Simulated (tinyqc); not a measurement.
CIS and TDHF on RHF in the sto-3g basis, frozen core, for BeH2, spin multiplicity 1, step by step. Computed by tinyqc, a small Python program that keeps every step (integrals from PySCF). Settings: charge = 0, multiplicity = 1, basis = sto-3g, method = RHF, frozen orbitals = 1, energy threshold = 1e-10, iteration cap = 82, orthogonalisation = symmetric, start = core, DIIS depth = 6, TDHF = 1. Command: `OMP_NUM_THREADS=1 python tinyqc.py 31843 31844 out.jsonl` (the two numbers bound the seeds that draw the settings). One thread of a shared host (Intel(R) Xeon(R) Processor @ 2.60GHz), about 0.07 s of CPU time with the checks. The early iterations of the SCF are left out here.

## One-electron integrals

Geometry (angstrom):
```
atom         x          y         z
Be    0.000000   0.000000  0.000000
H     0.000000   1.634000  0.000000
H     0.000000  -1.646000  0.000000
```

Basis sto-3g: exponents (1/bohr^2) and contraction coefficients of normalised primitives:
```
element  l (shell)   exponent  coefficient
Be           s (1)  30.167871     0.154329
Be           s (1)   5.495115     0.535328
Be           s (1)   1.487193     0.444635
Be           s (2)   1.314833    -0.099967
Be           s (2)   0.305539     0.399513
Be           s (2)   0.099371     0.700115
Be           p (3)   1.314833     0.155916
Be           p (3)   0.305539     0.607684
Be           p (3)   0.099371     0.391957
H            s (1)   3.425251     0.154329
H            s (1)   0.623914     0.535328
H            s (1)   0.168855     0.444635
```

Overlap, kinetic and nuclear-attraction integrals over the contracted functions; the nuclear repulsion is the sum of Za Zb / Rab.

nuclear repulsion = 2.74272132 hartree

overlap S, lower triangle:
```
           1Be 1s    1Be 2s   1Be 2px    1Be 2py   1Be 2pz     2H 1s     3H 1s
1Be 1s   1.000000
1Be 2s   0.259517  1.000000
1Be 2px  0.000000  0.000000  1.000000
1Be 2py  0.000000  0.000000  0.000000   1.000000
1Be 2pz  0.000000  0.000000  0.000000   0.000000  1.000000
2H 1s    0.036448  0.347544  0.000000   0.432433  0.000000  1.000000
3H 1s    0.035501  0.343293  0.000000  -0.428376  0.000000  0.009933  1.000000
```

kinetic energy T (hartree), lower triangle:
```
            1Be 1s    1Be 2s   1Be 2px    1Be 2py   1Be 2pz      2H 1s     3H 1s
1Be 1s    6.693975
1Be 2s   -0.033012  0.211111
1Be 2px   0.000000  0.000000  0.660592
1Be 2py   0.000000  0.000000  0.000000   0.660592
1Be 2pz   0.000000  0.000000  0.000000   0.000000  0.660592
2H 1s    -0.010322  0.031778  0.000000   0.108324  0.000000   0.760032
3H 1s    -0.010081  0.030602  0.000000  -0.105464  0.000000  -0.004450  0.760032
```

nuclear attraction V (hartree), lower triangle:
```
             1Be 1s     1Be 2s    1Be 2px    1Be 2py    1Be 2pz      2H 1s      3H 1s
1Be 1s   -15.206439
1Be 2s    -2.066724  -2.940981
1Be 2px    0.000000   0.000000  -2.866257
1Be 2py   -0.000176  -0.001219   0.000000  -3.034514
1Be 2pz    0.000000   0.000000   0.000000   0.000000  -2.866257
2H 1s     -0.288780  -0.922537   0.000000  -1.117059   0.000000  -2.680459
3H 1s     -0.281241  -0.907931   0.000000   1.102192   0.000000  -0.032036  -2.671189
```

core Hamiltonian H = T + V (hartree), lower triangle:
```
            1Be 1s     1Be 2s    1Be 2px    1Be 2py    1Be 2pz      2H 1s      3H 1s
1Be 1s   -8.512464
1Be 2s   -2.099737  -2.729870
1Be 2px   0.000000   0.000000  -2.205665
1Be 2py  -0.000176  -0.001219   0.000000  -2.373922
1Be 2pz   0.000000   0.000000   0.000000   0.000000  -2.205665
2H 1s    -0.299102  -0.890759   0.000000  -1.008735   0.000000  -1.920427
3H 1s    -0.291322  -0.877329   0.000000   0.996729   0.000000  -0.036486  -1.911157
```

## Two-electron integrals

Functions are numbered as in S; the eight-fold symmetry (ij|kl) = (ji|kl) = (kl|ij) leaves the list below.

Two-electron integrals (ij|kl) in chemists' order, unique and non-zero (hartree):
```
(11|11) 2.298831    (21|11) 0.392036    (21|21) 0.079539    (22|11) 0.570988
(22|21) 0.143041    (22|22) 0.417683    (31|31) 0.014607    (32|31) 0.021888
(32|32) 0.092265    (33|11) 0.569578    (33|21) 0.143083    (33|22) 0.417589
(33|33) 0.449859    (41|41) 0.014607    (42|41) 0.021888    (42|42) 0.092265
(43|43) 0.024249    (44|11) 0.569578    (44|21) 0.143083    (44|22) 0.417589
(44|33) 0.401360    (44|44) 0.449859    (51|51) 0.014607    (52|51) 0.021888
(52|52) 0.092265    (53|53) 0.024249    (54|54) 0.024249    (55|11) 0.569578
(55|21) 0.143083    (55|22) 0.417589    (55|33) 0.401360    (55|44) 0.401360
(55|55) 0.449859    (61|11) 0.054343    (61|21) 0.011019    (61|22) 0.019993
(61|33) 0.019859    (61|41) 0.000970    (61|42) 0.001837    (61|44) 0.020270
(61|55) 0.019859    (61|61) 0.001600    (62|11) 0.152398    (62|21) 0.038847
(62|22) 0.126396    (62|33) 0.121366    (62|41) 0.005034    (62|42) 0.032835
(62|44) 0.136337    (62|55) 0.121366    (62|61) 0.005954    (62|62) 0.060805
(63|31) 0.003281    (63|32) 0.016022    (63|43) 0.005451    (63|63) 0.005042
(64|11) 0.171599    (64|21) 0.044220    (64|22) 0.150543    (64|33) 0.141691
(64|41) 0.008057    (64|42) 0.050667    (64|44) 0.168092    (64|55) 0.141691
(64|61) 0.007027    (64|62) 0.081725    (64|64) 0.112525    (65|51) 0.003281
(65|52) 0.016022    (65|54) 0.005451    (65|65) 0.005042    (66|11) 0.322972
(66|21) 0.083691    (66|22) 0.306404    (66|33) 0.284877    (66|41) 0.011731
(66|42) 0.101777    (66|44) 0.349146    (66|55) 0.284877    (66|61) 0.013036
(66|62) 0.193432    (66|64) 0.274153    (66|66) 0.774606    (71|11) 0.052930
(71|21) 0.010732    (71|22) 0.019473    (71|33) 0.019344    (71|41) -0.000945
(71|42) -0.001790   (71|44) 0.019742    (71|55) 0.019344    (71|61) 0.001424
(71|62) 0.004897    (71|64) 0.005412    (71|66) 0.010497    (71|71) 0.001517
(72|11) 0.149844    (72|21) 0.038203    (72|22) 0.124475    (72|33) 0.119509
(72|41) -0.004947   (72|42) -0.032386   (72|44) 0.134290    (72|55) 0.119509
(72|61) 0.004945    (72|62) 0.028804    (72|64) 0.031946    (72|66) 0.066966
(72|71) 0.005703    (72|72) 0.059242    (73|31) 0.003208    (73|32) 0.015710
(73|43) -0.005362   (73|63) 0.001770    (73|73) 0.004879    (74|11) -0.169237
(74|21) -0.043615   (74|22) -0.148666   (74|33) -0.139933   (74|41) 0.007908
(74|42) 0.049948    (74|44) -0.165978   (74|55) -0.139933   (74|61) -0.005484
(74|62) -0.032069   (74|64) -0.034905   (74|66) -0.074697   (74|71) -0.006748
(74|72) -0.079800   (74|74) 0.110064    (75|51) 0.003208    (75|52) 0.015710
(75|54) -0.005362   (75|65) 0.001770    (75|75) 0.004879    (76|11) 0.006130
(76|21) 0.001517    (76|22) 0.004308    (76|33) 0.004256    (76|41) -9.42e-07
(76|42) -0.000006   (76|44) 0.004410    (76|55) 0.004256    (76|61) 0.000213
(76|62) 0.001331    (76|64) 0.001602    (76|66) 0.003289    (76|71) 0.000207
(76|72) 0.001316    (76|74) -0.001590   (76|76) 0.000045    (77|11) 0.320662
(77|21) 0.083098    (77|22) 0.304685    (77|33) 0.283344    (77|41) -0.011576
(77|42) -0.100968   (77|44) 0.347049    (77|55) 0.283344    (77|61) 0.010707
(77|62) 0.067686    (77|64) 0.075232    (77|66) 0.161332    (77|71) 0.012599
(77|72) 0.190708    (77|74) -0.270763   (77|76) 0.003289    (77|77) 0.774606
```

## Orthogonalisation

S = U s U^T; symmetric (Loewdin) form X = U s^(-1/2) U^T, so that X^T S X = 1.

eigenvalues of S: 0.386242  0.470742  0.960109  1.000000  1.000000  1.578830  1.604077

X, lower triangle:
```
            1Be 1s     1Be 2s   1Be 2px    1Be 2py   1Be 2pz      2H 1s     3H 1s
1Be 1s    1.028463
1Be 2s   -0.149253   1.141298
1Be 2px   0.000000   0.000000  1.000000
1Be 2py  -0.000147   0.002122  0.000000   1.195931
1Be 2pz   0.000000   0.000000  0.000000   0.000000  1.000000
2H 1s     0.020741  -0.210445  0.000000  -0.291609  0.000000   1.155497
3H 1s     0.020623  -0.206299  0.000000   0.287669  0.000000  -0.049197  1.151342
```

## Iteration 6 (converged): orbitals

converged F (hartree), lower triangle:
```
            1Be 1s     1Be 2s   1Be 2px    1Be 2py   1Be 2pz      2H 1s      3H 1s
1Be 1s   -4.534785
1Be 2s   -1.290565  -0.584883
1Be 2px   0.000000   0.000000  0.213342
1Be 2py   0.000008  -0.001430  0.000000  -0.121108
1Be 2pz   0.000000   0.000000  0.000000   0.000000  0.213342
2H 1s    -0.187575  -0.318654  0.000000  -0.292004  0.000000  -0.215322
3H 1s    -0.182739  -0.315132  0.000000   0.290124  0.000000  -0.008167  -0.212143
```

Diagonalise F' = X^T F X, C = X C', fill 3 alpha and 3 beta electrons from the bottom; D = 2 C_occ C_occ^T. Each column has its largest component positive (the first on a tie).

F' = X^T F X (hartree), lower triangle:
```
           1          2         3          4         5          6         7
1  -4.425460
2  -0.700112  -0.164037
3   0.000000   0.000000  0.213342
4   0.000068   0.001037  0.000000   0.195583
5   0.000000   0.000000  0.000000   0.000000  0.213342
6   0.004660  -0.262884  0.000000  -0.355409  0.000000   0.030800
7   0.006058  -0.259564  0.000000   0.352400  0.000000  -0.058081  0.028881
```

orbital energies (hartree): MO1 -4.538113, MO2 -0.406001, MO3 -0.361601, MO4 0.213342, MO5 0.213342, MO6 0.326315, MO7 0.645167

coefficients C:
```
               MO1        MO2        MO3        MO4       MO5        MO6        MO7
1Be 1s    0.991922  -0.210868   0.005198   0.000000  0.000000  -0.229047  -0.002221
1Be 2s    0.030741   0.621559  -0.016727   0.000000  0.000000   1.011902   0.013509
1Be 2px   0.000000   0.000000   0.000000  -0.052656  0.998613   0.000000   0.000000
1Be 2py   0.000027   0.012416   0.494269   0.000000  0.000000  -0.008067   1.163411
1Be 2pz   0.000000   0.000000   0.000000   0.998613  0.052656   0.000000   0.000000
2H 1s    -0.003841   0.403552   0.428376   0.000000  0.000000  -0.701402  -0.793100
3H 1s    -0.003829   0.381586  -0.449545   0.000000  0.000000  -0.711653   0.774328
```

D after iteration 6, lower triangle:
```
            1Be 1s     1Be 2s   1Be 2px    1Be 2py   1Be 2pz      2H 1s     3H 1s
1Be 1s    2.056802
1Be 2s   -0.201322   0.775122
1Be 2px   0.000000   0.000000  0.000000
1Be 2py  -0.000044  -0.001099  0.000000   0.488912
1Be 2pz   0.000000   0.000000  0.000000   0.000000  0.000000
2H 1s    -0.173358   0.487096  0.000000   0.433486  0.000000   0.692750
3H 1s    -0.173198   0.489160  0.000000  -0.434917  0.000000  -0.077139  0.695425
```

Within a degenerate level the vectors are fixed only up to a rotation; this is one choice.

## Convergence

Stop when the energy changes by less than 1e-10 hartree and every element of the error matrix X^T (F D S - S D F) X is below 3e-06.

Course of the cycle:
```
iteration   E (hartree)     change  largest element of the error matrix
1          -14.70394634          -                             5.30e-01
2          -15.49085005  -7.87e-01                             2.66e-02
3          -15.49119283  -3.43e-04                             2.59e-03
4          -15.49121063  -1.78e-05                             4.86e-04
5          -15.49121132  -6.91e-07                             3.04e-06
6          -15.49121132  -1.15e-11                             2.04e-07
```

PySCF RHF in the same basis = -15.49121132 hartree

Converged in 6 iterations.

## Integrals over molecular orbitals

(pq|rs) = sum C_ip C_jq C_kr C_ls (ij|kl), one index at a time.

one-electron integrals over orbitals h = C^T H C (hartree), lower triangle:
```
           1          2          3          4          5          6          7
1  -8.501270
2   0.205662  -2.251299
3  -0.005146  -0.001262  -2.175649
4   0.000000   0.000000   0.000000  -2.205665
5   0.000000   0.000000   0.000000   0.000000  -2.205665
6   0.204210  -0.258852   0.011156   0.000000   0.000000  -1.880792
7   0.001698  -0.009619  -0.319330   0.000000   0.000000   0.000490  -1.864630
```

Two-electron integrals over orbitals (pq|rs), unique and non-zero (hartree); the lowest 1 orbital is frozen and left out:
```
(22|22) 0.367656    (32|22) 0.008693    (32|32) 0.156127    (33|22) 0.377737
(33|32) -0.007132   (33|33) 0.401956    (42|42) 0.047056    (43|42) -0.000852
(43|43) 0.011874    (44|22) 0.349349    (44|32) -0.000106   (44|33) 0.328301
(44|44) 0.449859    (52|52) 0.047056    (53|52) -0.000852   (53|53) 0.011874
(54|54) 0.024249    (55|22) 0.349349    (55|32) -0.000106   (55|33) 0.328301
(55|44) 0.401360    (55|55) 0.449859    (62|22) -0.012216   (62|32) -0.002692
(62|33) -0.040030   (62|44) 0.071492    (62|55) 0.071492    (62|62) 0.084963
(63|22) -0.004674   (63|32) -0.091845   (63|33) 0.005741    (63|44) -0.002856
(63|55) -0.002856   (63|62) -0.001316   (63|63) 0.089253    (64|42) 0.046270
(64|43) -0.001296   (64|64) 0.048546    (65|52) 0.046270    (65|53) -0.001296
(65|65) 0.048546    (66|22) 0.369650    (66|32) -0.001899   (66|33) 0.381055
(66|44) 0.347350    (66|55) 0.347350    (66|62) -0.026415   (66|63) 0.002261
(66|66) 0.386940    (72|22) -0.002140   (72|32) -0.037816   (72|33) 0.000984
(72|44) 0.002309    (72|55) 0.002309    (72|62) 0.003856    (72|63) 0.063277
(72|66) -0.000103   (72|72) 0.057692    (73|22) 0.002279    (73|32) -0.000400
(73|33) -0.018094   (73|44) 0.072961    (73|55) 0.072961    (73|62) 0.080584
(73|63) -0.003825   (73|66) -0.019877   (73|72) 0.001947    (73|73) 0.088624
(74|42) 0.000808    (74|43) 0.013070    (74|64) 0.000323    (74|74) 0.017026
(75|52) 0.000808    (75|53) 0.013070    (75|65) 0.000323    (75|75) 0.017026
(76|22) 0.007208    (76|32) 0.138311    (76|33) -0.007127   (76|44) 0.000085
(76|55) 0.000085    (76|62) -0.002057   (76|63) -0.090854   (76|66) -0.002267
(76|72) -0.045049   (76|73) -0.000013   (76|76) 0.135183    (77|22) 0.392642
(77|32) 0.003131    (77|33) 0.407312    (77|44) 0.373478    (77|55) 0.373478
(77|62) -0.014710   (77|63) -0.001673   (77|66) 0.402359    (77|72) -0.001125
(77|73) 0.006600    (77|76) 0.002293    (77|77) 0.444394
```

## CIS matrix, singlets

A(ia,jb) = (e_a - e_i) d_ij d_ab + 2 (ia|jb) - (ij|ab).

CIS matrix A, singlet (hartree), lower triangle:
```
           2>4        2>5        2>6        2>7       3>4       3>5        3>6       3>7
2>4   0.364106
2>5   0.000000   0.364106
2>6   0.000000   0.000000   0.532590
2>7   0.000000   0.000000   0.000505   0.773909
3>4  -0.001598   0.000000   0.000000   0.000000  0.270389
3>5   0.000000  -0.001598   0.000000   0.000000  0.000000  0.270389
3>6   0.000000   0.000000  -0.000732  -0.011758  0.000000  0.000000   0.485367
3>7   0.000000   0.000000   0.022857   0.000763  0.000000  0.000000  -0.000524  0.776705
```

## CIS singlet states

dipole integrals <i|r|a> (bohr):
```
             x          y          z
2>4  -0.050771   0.000000   0.962878
2>5   0.962878   0.000000   0.050771
2>6   0.000000  -0.025788   0.000000
2>7   0.000000  -0.723385   0.000000
3>4   0.001284   0.000000  -0.024350
3>5  -0.024350   0.000000  -0.001284
3>6   0.000000  -1.438331   0.000000
3>7   0.000000   0.008874   0.000000
```

Diagonalise A (1 hartree = 27.211386 eV); each vector has its largest component positive (the first on a tie). The transition dipole is mu = sqrt2 sum c_ia <i|r|a>.

singlet excitation energies (eV): 7.356925  7.356925  9.908583  9.908583  13.194193  14.435017  21.068080  21.197058

lowest vectors:
```
       state 1   state 2    state 3    state 4   state 5    state 6
2>4  -0.003208  0.016738   0.971135   0.237920  0.000000   0.000000
2>5   0.016738  0.003208  -0.237920   0.971135  0.000000   0.000000
2>6   0.000000  0.000000   0.000000   0.000000  0.014634   0.995610
2>7   0.000000  0.000000   0.000000   0.000000  0.040615  -0.002472
3>4  -0.188217  0.981980  -0.016553  -0.004055  0.000000   0.000000
3>5   0.981980  0.188217   0.004055  -0.016553  0.000000   0.000000
3>6   0.000000  0.000000   0.000000   0.000000  0.999068  -0.014433
3>7   0.000000  0.000000   0.000000   0.000000  0.000541  -0.092445
```

oscillator strengths 2/3 w |mu|^2: 0.000023  0.000023  0.451644  0.451644  1.390845  0.000011

Within a degenerate level the vectors are fixed only up to a rotation; this is one choice.

## TDHF (RPA) singlet states

B(ia,jb) = 2 (ia|jb) - (ib|ja); the squared energies are the eigenvalues of (A - B)(A + B); 1 hartree = 27.211386 eV.

TDHF matrix B, singlet (hartree), lower triangle:
```
           2>4        2>5        2>6       2>7       3>4       3>5        3>6       3>7
2>4   0.047056
2>5   0.000000   0.047056
2>6   0.000000   0.000000   0.084963
2>7   0.000000   0.000000   0.003856  0.057692
3>4  -0.000852   0.000000   0.000000  0.000000  0.011874
3>5   0.000000  -0.000852   0.000000  0.000000  0.000000  0.011874
3>6   0.000000   0.000000  -0.001316  0.045969  0.000000  0.000000   0.089253
3>7   0.000000   0.000000   0.097892  0.001947  0.000000  0.000000  -0.003825  0.088624
```

squared energies w^2 (hartree^2): 0.072955  0.072955  0.130377  0.130377  0.224816  0.268623  0.585027  0.594467

TDHF energies from the positive w^2 (eV): 7.349846  7.349846  9.825429  9.825429  12.902207  14.103341  20.813193  20.980443

## CIS matrix, triplets

A(ia,jb) = (e_a - e_i) d_ij d_ab - (ij|ab).

CIS matrix A, triplet (hartree), lower triangle:
```
          2>4       2>5        2>6        2>7       3>4       3>5       3>6       3>7
2>4  0.269994
2>5  0.000000  0.269994
2>6  0.000000  0.000000   0.362665
2>7  0.000000  0.000000  -0.007208   0.658525
3>4  0.000106  0.000000   0.000000   0.000000  0.246642
3>5  0.000000  0.000106   0.000000   0.000000  0.000000  0.246642
3>6  0.000000  0.000000   0.001899  -0.138311  0.000000  0.000000  0.306861
3>7  0.000000  0.000000  -0.138311  -0.003131  0.000000  0.000000  0.007127  0.599456
```

## CIS triplet states

Diagonalise A (1 hartree = 27.211386 eV); each vector has its largest component positive (the first on a tie).

triplet excitation energies (eV): 6.711448  6.711448  7.042867  7.346924  7.346924  8.133125  18.044734  19.229415

lowest vectors:
```
       state 1    state 2    state 3    state 4   state 5   state 6
2>4  -0.004378  -0.001132   0.000000  -0.197965  0.980199  0.000000
2>5   0.001132  -0.004378   0.000000   0.980199  0.197965  0.000000
2>6   0.000000   0.000000  -0.036973   0.000000  0.000000  0.907407
2>7   0.000000   0.000000   0.325803   0.000000  0.000000  0.036090
3>4   0.968123   0.250433   0.000000  -0.000895  0.004432  0.000000
3>5  -0.250433   0.968123   0.000000   0.004432  0.000895  0.000000
3>6   0.000000   0.000000   0.944180   0.000000  0.000000  0.037113
3>7   0.000000   0.000000  -0.031771   0.000000  0.000000  0.417053
```

Within a degenerate level the vectors are fixed only up to a rotation; this is one choice.

## TDHF (RPA) triplet states

B(ia,jb) = - (ib|ja); the squared energies are the eigenvalues of (A - B)(A + B); 1 hartree = 27.211386 eV.

TDHF matrix B, triplet (hartree), lower triangle:
```
           2>4        2>5        2>6        2>7        3>4        3>5        3>6        3>7
2>4  -0.047056
2>5   0.000000  -0.047056
2>6   0.000000   0.000000  -0.084963
2>7   0.000000   0.000000  -0.003856  -0.057692
3>4   0.000852   0.000000   0.000000   0.000000  -0.011874
3>5   0.000000   0.000852   0.000000   0.000000   0.000000  -0.011874
3>6   0.000000   0.000000   0.001316  -0.080584   0.000000   0.000000  -0.089253
3>7   0.000000   0.000000  -0.063277  -0.001947   0.000000   0.000000   0.003825  -0.088624
```

squared energies w^2 (hartree^2): 0.046819  0.060689  0.060689  0.070123  0.070683  0.070683  0.435829  0.495241

TDHF energies from the positive w^2 (eV): 5.887890  6.703583  6.703583  7.205787  7.234484  7.234484  17.964243  19.149562
